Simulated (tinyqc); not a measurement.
# Electron continuity equation in a given potential, Scharfetter-Gummel discretisation: error of the current against the mesh

Steady state in one dimension: J = q mu n E + q D dn/dx with E = -dpsi/dx and D = mu Vt, dJ/dx = q (n/tau - G), fixed densities nL and nR at the ends. The potential is given, psi = U x/L - Ub exp(-((x/L - xb)/sb)^2), and is not changed by the electrons.

Fluxes J_i = (q D/h)(n_(i+1) P_i - n_i Q_i), d_i = (psi_(i+1) - psi_i)/Vt: Scharfetter-Gummel P = B(d), Q = B(-d), B(d) = d/(exp(d) - 1); central P = 1 - d/2, Q = 1 + d/2; upwind P = 1 + max(-d, 0), Q = 1 + max(d, 0). Balance at each inner node: J_i - J_(i-1) = q h (n_i/tau - G). The reference is Scharfetter-Gummel on 4000 intervals or more. Errors are those of J on the first interval against the reference at its midpoint; errors under 1e-6 % are printed as 0.

Inputs (values chosen for the exercise); mobility that of a made-up semiconductor: temperature T = 350 K; electron mobility mu = 1440 cm^2/(V s); length of the region L = 3.5 um; density at x = 0 nL = 1e12 cm^-3; density at x = L nR = 2.3e11 cm^-3; lifetime tau = 4.8e-9 s; uniform generation rate G = 0 cm^-3 s^-1; potential difference psi(L) - psi(0) U = 1.2 V; depth of the dip in psi (a barrier for electrons) Ub = 0.11 V; position of the barrier over L xb = 0.34; width of the barrier over L sb = 0.12.

Constants: q = 1.602176634e-19 C, kB = 1.380649e-23 J/K, Vt = kB T/q. Results are converted to the units shown.

Result of one run:
```
N,largest |d|,reference J (A/cm^2),SG error (%),central error (%),upwind error (%)
20,3.256,-0.7836,-0.234,0.450,-3.60
```

What becomes of these results when the number of intervals N is changed from 20 to 80, all else the same?

Result of the changed run:
```
N,largest |d|,reference J (A/cm^2),SG error (%),central error (%),upwind error (%)
80,0.8209,-0.7839,-0.0132,0.0320,-0.676
```

The whole series:
```
N,largest |d|,reference J (A/cm^2),SG error (%),central error (%),upwind error (%)
5,10.76,-0.7827,-10.8,14.9,-11.8
10,6.203,-0.7833,-1.26,0.757,-7.90
20,3.256,-0.7836,-0.234,0.450,-3.60
40,1.629,-0.7838,-0.0540,0.126,-1.54
80,0.8209,-0.7839,-0.0132,0.0320,-0.676
160,0.4113,-0.7839,-3.29e-3,8.03e-3,-0.311
```

From N = 80 to 160 the error shrinks by 4.0 (Scharfetter-Gummel), 4.0 (central), 2.2 (upwind); 4 marks second order and 2 first order. At N = 5 the errors are -11, 15 and -12 %.

Numbers from tinyqc (`OMP_NUM_THREADS=1 python tinyqc.py 2220126 2220127 out.jsonl`; about 0.01 s on one thread of a shared Intel Xeon 2.30GHz).
